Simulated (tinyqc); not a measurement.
Three-phonon processes in a diatomic chain: dispersion, energy and momentum conservation, and decay channels of optical phonons: one step, computed by the program tinyqc. Command: `OMP_NUM_THREADS=1 python tinyqc.py 3120609 3120610 out.jsonl threeph walk`. One thread of a shared host (Intel(R) Xeon(R) Processor @ 2.30GHz), about 0.05 s of CPU time with the checks.

Cell length a, two atoms, one spring constant. x = q a/pi runs from -1 to 1; A and O are the acoustic and optical branches. Matrix elements are not computed: only conservation laws and occupation factors are followed.

Question. Band edges. omega^2 = k (1/m + 1/M) -/+ k sqrt((1/m + 1/M)^2 - 4 sin^2(pi x/2)/(m M)); nu = 15.6333042 THz x sqrt(omega^2) for eV/(angstrom^2 u). Acoustic top sqrt(2 k/M), optical bottom sqrt(2 k/m), optical top sqrt(2 k (1/m + 1/M)).

Inputs (values chosen for the exercise, for a model chain): light mass m = 31 u; heavy mass M = 125 u; spring constant k = 9.7 eV/angstrom^2.

Constants: nu for 1 eV/(angstrom^2 u) = 15.6333042 THz.

Give: acoustic top; optical bottom; optical top; optical top over twice the acoustic top; optical bottom over twice the acoustic top; optical width over acoustic top.

Answer.

acoustic top = 6.159 THz

optical bottom = 12.37 THz

optical top = 13.82 THz

optical top over twice the acoustic top = 1.122

optical bottom over twice the acoustic top = 1.004

optical width over acoustic top = 0.2352

The zone-centre optical phonon lies above twice the acoustic top (M/m > 3), so its decay into two acoustic phonons is forbidden; at M/m > 4 energy alone forbids it for every optical phonon.
